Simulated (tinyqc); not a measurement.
# Single-junction solar cell, detailed-balance limit: effects of single changes

Every photon above the gap Eg makes one pair and none below is absorbed; carriers thermalise at T and move without loss. Jsc = q fs X Phi(Eg, Ts); the dark current is J0 = q ge Phi(Eg, T)/ERE with the Boltzmann factor exp(V/Vt). The efficiency is the electrical power over fs X sigma Ts^4.

Values chosen for this exercise:
- T = 300 K (cell temperature)
- Ts = 4500 K (temperature of the black-body sun)
- fs = 2.16e-5 (share of the hemisphere filled by the sun)
- X = 1 (concentration)
- ERE = 0.0001 (external radiative efficiency)
- ge = 2 (number of faces that emit)
- Eg = 1.56 eV (band gap)

Constants: q = 1.602176634e-19 C, kB = 1.380649e-23 J/K, h = 6.62607015e-34 J s, c = 299792458 m/s, Vt = kB T/q. Results are converted to the units shown.

Each table varies one quantity; the others keep the values above.

## Effect of the external radiative efficiency

Photon flux above E from a black body at temperature T into a hemisphere: Phi(E, T) = A sum_k exp(-k E/th)[E^2 th/k + 2 E th^2/k^2 + 2 th^3/k^3], k = 1, 2, ..., with th = kB T/q in eV and A = 2 pi q^3/(h^3 c^2). J(V) = Jsc - J0 (exp(V/Vt) - 1); Voc = Vt ln(1 + Jsc/J0); at maximum power v = Vmp/Vt solves (1 + v) exp(v) = 1 + Jsc/J0. Pin = fs X sigma Ts^4, sigma = 2 pi^5 kB^4/(15 h^3 c^2). FF = Vmp Jmp/(Voc Jsc).

The same in every row: Jsc (mA/cm^2) = 9.4315.

Effect of the external radiative efficiency:
```
ERE	Voc (V)	Eg/q - Voc (V)	FF	efficiency (%)
1e-6	0.88502	0.67498	0.87068	14.470
1e-5	0.94454	0.61546	0.87691	15.554
0.0001	1.0041	0.55593	0.88252	16.640
0.001	1.0636	0.49640	0.88760	17.728
0.01	1.1231	0.43688	0.89222	18.818
0.1	1.1827	0.37735	0.89644	19.909
1	1.2422	0.31782	0.90031	21.001
```

As ERE goes from 1e-6 to 1, Jsc stays at 9.43 mA/cm^2, Voc rises from 0.885 to 1.24 V and the efficiency rises from 14.5 to 21.0 %. Each decade of ERE is worth 59.5 mV (Vt ln 10).

## Effect of the concentration

Same model as above.

FF = Vmp Jmp/(Voc Jsc).

Effect of the concentration:
```
X	Jsc (mA/cm^2)	Voc (V)	Eg/q - Voc (V)	FF	efficiency (%)
1	9.4315	1.0041	0.55593	0.88252	16.640
3	28.295	1.0325	0.52753	0.88500	17.159
10	94.315	1.0636	0.49640	0.88760	17.728
30	282.95	1.0920	0.46800	0.88985	18.248
100	943.15	1.1231	0.43688	0.89222	18.818
300	2829.5	1.1515	0.40847	0.89428	19.338
1000	9431.5	1.1827	0.37735	0.89644	19.909
3000	28295	1.2111	0.34895	0.89833	20.430
```

Read the table: what changes, and by how much?

As X goes from 1 to 3000, Jsc rises from 9.43 to 28300 mA/cm^2, Voc rises from 1.00 to 1.21 V and the efficiency rises from 16.6 to 20.4 %. Voc gains 59.5 mV a decade of concentration (Vt ln 10), while Jsc/Pin stays the same. At X = 3000 the current passes 20 A/cm^2, where series resistance and heating, left out here, would dominate.

Program tinyqc, `OMP_NUM_THREADS=1 python tinyqc.py 2820133 2820134 out.jsonl`; Intel Xeon 2.30GHz, shared host, one thread, about 0.01 s.
